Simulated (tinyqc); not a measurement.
Which clusters to keep: cluster expansion of a binary alloy: correlations, fit, cross-validation and ground states. Computed by tinyqc, a small Python program. Command: `OMP_NUM_THREADS=1 python tinyqc.py 3000256 3000257 out.jsonl clex walk`. One thread of a shared host (Intel(R) Xeon(R) Processor @ 2.30GHz), about 0.08 s of CPU time with the checks.

s = +1 for A and -1 for B. Energy per site E = J0 + J1 P(point) + sum over clusters of m V P, with P the mean product of spins; V > 0 on a pair favours unlike neighbours. Clusters per site m: pair 1 2, pair 2 2, pair 3 2, triplet 4; the triplet is two first-neighbour bonds at a right angle. Formation energies are counted from the line between pure A and pure B, which removes J0 and J1.

Inputs (values chosen for the exercise, for a model alloy):
```
quantity                    value      unit
first-pair interaction V1    32.2       meV
second-pair interaction V2   -8.7       meV
third-pair interaction V3   -0.99       meV
triplet interaction Vt       -3.9       meV
noise amplitude                11  meV/site
```

Lattice: square.

Method:
- Design matrix of formation energies: m (P - 1) for pairs and m (P(triplet) - P(point)) for the triplet; x = (1 - P(point))/2.
- Exact: X V with V = (V1, V2, V3, Vt). The data to fit add the noise amplitude times the normal numbers, standing for what the clusters leave out.
- For each set, H = X (X^T X)^-1 X^T over the structures between the ends; residual e = E - H E; leave-one-out error e_i/(1 - H_ii); both as root mean squares.

correlations P, counted on periodic cells:
```
                      point    pair 1    pair 2    pair 3   triplet
A                   1.00000   1.00000   1.00000   1.00000   1.00000
A3B p(2x2)          0.50000   0.00000   0.00000   1.00000  -0.50000
A3B c(4x2)          0.50000   0.00000   0.00000   0.50000  -0.50000
A2B diagonal rows   0.33333  -0.33333   0.33333  -0.33333  -0.33333
A2B rows            0.33333   0.33333  -0.33333   0.33333   0.33333
AB c(2x2)           0.00000  -1.00000   1.00000   1.00000   0.00000
AB p(2x1)           0.00000   0.00000  -1.00000   1.00000   0.00000
A2B2 rows           0.00000   0.50000   0.00000   0.00000   0.00000
AB2 diagonal rows  -0.33333  -0.33333   0.33333  -0.33333   0.33333
AB2 rows           -0.33333   0.33333  -0.33333   0.33333  -0.33333
AB3 p(2x2)         -0.50000   0.00000   0.00000   1.00000   0.50000
AB3 c(4x2)         -0.50000   0.00000   0.00000   0.50000   0.50000
B                  -1.00000   1.00000   1.00000   1.00000  -1.00000
```

standard normal numbers for the noise (0 for the pure ends): A 0.000, A3B p(2x2) -1.129, A3B c(4x2) -0.556, A2B diagonal rows 1.760, A2B rows -1.406, AB c(2x2) -0.229, AB p(2x1) 0.800, A2B2 rows -0.492, AB2 diagonal rows 0.198, AB2 rows -0.498, AB3 p(2x2) -2.503, AB3 c(4x2) -0.160, B 0.000

X:
```
                     pair 1    pair 2    pair 3   triplet
A                   0.00000   0.00000   0.00000   0.00000
A3B p(2x2)         -2.00000  -2.00000   0.00000  -4.00000
A3B c(4x2)         -2.00000  -2.00000  -1.00000  -4.00000
A2B diagonal rows  -2.66667  -1.33333  -2.66667  -2.66667
A2B rows           -1.33333  -2.66667  -1.33333   0.00000
AB c(2x2)          -4.00000   0.00000   0.00000   0.00000
AB p(2x1)          -2.00000  -4.00000   0.00000   0.00000
A2B2 rows          -1.00000  -2.00000  -2.00000   0.00000
AB2 diagonal rows  -2.66667  -1.33333  -2.66667   2.66667
AB2 rows           -1.33333  -2.66667  -1.33333   0.00000
AB3 p(2x2)         -2.00000  -2.00000   0.00000   4.00000
AB3 c(4x2)         -2.00000  -2.00000  -1.00000   4.00000
B                   0.00000   0.00000   0.00000   0.00000
```

data (meV/site): A 0.000, A3B p(2x2) -43.819, A3B c(4x2) -36.526, A2B diagonal rows -41.867, A2B rows -33.879, AB c(2x2) -131.319, AB p(2x1) -20.800, A2B2 rows -18.232, AB2 diagonal rows -79.849, AB2 rows -23.891, AB3 p(2x2) -90.133, AB3 c(4x2) -63.370, B 0.000

Fits:
```
clusters     fit error (meV/site)  leave-one-out error (meV/site)  largest H_ii
V1                         20.527                          23.435       0.29209
V1 V2                      17.894                          21.015       0.64793
V1 V3                      19.039                          23.771       0.51613
V1 V2 Vt                   11.827                          16.786       0.64793
V1 Vt                      15.525                          19.306       0.29209
V1 V2 V3                   17.120                          24.203       0.75527
V1 V3 Vt                   13.496                          17.625       0.51613
V1 V2 V3 Vt                10.619                          18.037       0.75527
```

leave-one-out error without pair 3 = 16.786 meV/site

leave-one-out error with all four = 18.037 meV/site

The fit error can only fall as clusters are added, to 10.62 meV with all four. The leave-one-out error is least for V1 V2 Vt (16.79 meV), and all four give 18.04: the extra terms fit noise more than signal.

Extremes, crossings and ranges named in words are read from the listed rows.
